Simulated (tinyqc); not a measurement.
Worked calculation: Jacobi rotations on a symmetric matrix. One step of it, computed by the program tinyqc.

Task: Jacobi rotation 2. Take the largest off-diagonal element A_pq; tan 2 theta = 2 A_pq / (A_qq - A_pp) with |theta| <= pi/4; A' = J^T A J with J_pp = J_qq = cos, J_pq = sin, J_qp = -sin.

A':
```
           1         2          3          4          5          6
1   0.010000  0.081000   0.211000   0.170000   0.182846  -0.052804
2   0.081000  0.186000   0.442000   0.095000   0.204800   0.128926
3   0.211000  0.442000   0.513000   0.217000  -0.257226  -0.052379
4   0.170000  0.095000   0.217000   0.790000  -0.236089   0.056001
5   0.182846  0.204800  -0.257226  -0.236089   1.026320   0.000000
6  -0.052804  0.128926  -0.052379   0.056001   0.000000   2.589680
```

Give: p, q, theta; A'.

Result:

p, q, theta (rad): 2.0000  3.0000  0.6082

A':
```
         1        2        3        4        5        6
1   0.0100  -0.0541   0.2194   0.1700   0.1828  -0.0528
2  -0.0541  -0.1218   0.0000  -0.0460   0.3151   0.1357
3   0.2194   0.0000   0.8208   0.2324  -0.0941   0.0307
4   0.1700  -0.0460   0.2324   0.7900  -0.2361   0.0560
5   0.1828   0.3151  -0.0941  -0.2361   1.0263   0.0000
6  -0.0528   0.1357   0.0307   0.0560   0.0000   2.5897
```
